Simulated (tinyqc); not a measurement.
From results back to parameters: donors with valley-orbit split 1s states. Four cases, with inputs chosen for the exercise.

Problem. The electron density is given and ND is hidden.

Each donor binds at most one electron, in any of its states. For a site s, W_s = sum over its states of g exp(E/kT), and the ionised share is 1/(1 + W_s exp(eta)), eta = (EF - Ec)/kT; n = Nc F_1/2(eta); neutrality n + NA = ND x (mean ionised share); holes are neglected. Nc from N = 2 (m kB T/(4 pi c))^(3/2) with c = hbar^2/2m0, in 1/angstrom^3; times 1e24 for 1/cm^3, m = md. F_j(eta) = (1/Gamma(j + 1)) integral_0^infinity x^j dx/(1 + exp(x - eta)), which tends to exp(eta) for eta << 0.

Constants: hbar^2/2m0 = 3.80998211 eV angstrom^2; kB = 8.617333262e-05 eV/K.

Case 1.

Values chosen (near those of Sb in Si; shifted at random, so the results belong to these values and not to a real crystal): md = 1.086 m0 (density-of-states mass of the conduction band); E = (41.6, 32.1, 29.2) meV (binding energies of 1s(A1), 1s(T2), 1s(E)); g = (2, 6, 4) (their degeneracies with spin); T = 400 K; NA = 1e+16 1/cm^3 (compensating acceptors, all ionised).

n = 3.2986e+16 1/cm^3

Case 2.

Values chosen (near those of Sb in Si; shifted at random, so the results belong to these values and not to a real crystal): md = 1.071 m0 (density-of-states mass of the conduction band); E = (41.2, 31.4, 29) meV (binding energies of 1s(A1), 1s(T2), 1s(E)); g = (2, 6, 4) (their degeneracies with spin); T = 500 K; NA = 1e+17 1/cm^3 (compensating acceptors, all ionised).

n = 9.6229e+17 1/cm^3

Case 3.

Values chosen (near those of P in Si; shifted at random, so the results belong to these values and not to a real crystal): md = 1.068 m0 (density-of-states mass of the conduction band); E = (46.2, 34.2, 33.1) meV (binding energies of 1s(A1), 1s(T2), 1s(E)); g = (2, 6, 4) (their degeneracies with spin); T = 300 K; NA = 0 1/cm^3 (compensating acceptors, all ionised).

n = 3.8735e+15 1/cm^3

Case 4.

Values chosen (near those of As in Si; shifted at random, so the results belong to these values and not to a real crystal): md = 1.087 m0 (density-of-states mass of the conduction band); E = (53.2, 31.6, 30.2) meV (binding energies of 1s(A1), 1s(T2), 1s(E)); g = (2, 6, 4) (their degeneracies with spin); T = 250 K; NA = 0 1/cm^3 (compensating acceptors, all ionised).

n = 3.4192e+17 1/cm^3

Find: eta; mean ionised share; ND.

Solution. n/Nc gives eta, eta and W_s give the ionised share, and ND = (n + NA)/share.

Case 1.

eta = -7.189
mean ionised share = 0.977
ND = 4.4e+16 1/cm^3

Case 2.

eta = -4.125
mean ionised share = 0.708
ND = 1.5e+18 1/cm^3

Case 3.

eta = -8.875
mean ionised share = 0.993
ND = 3.9e+15 1/cm^3

Case 4.

eta = -4.142
mean ionised share = 0.488
ND = 7.0e+17 1/cm^3

Computed by tinyqc, one run a case: `OMP_NUM_THREADS=1 python tinyqc.py N N+1 out.jsonl` with N = 1650287, 1650328, 1650329, 1650390; one thread of a shared Intel(R) Xeon(R) Processor @ 2.30GHz, about 0.01 s a run at most.
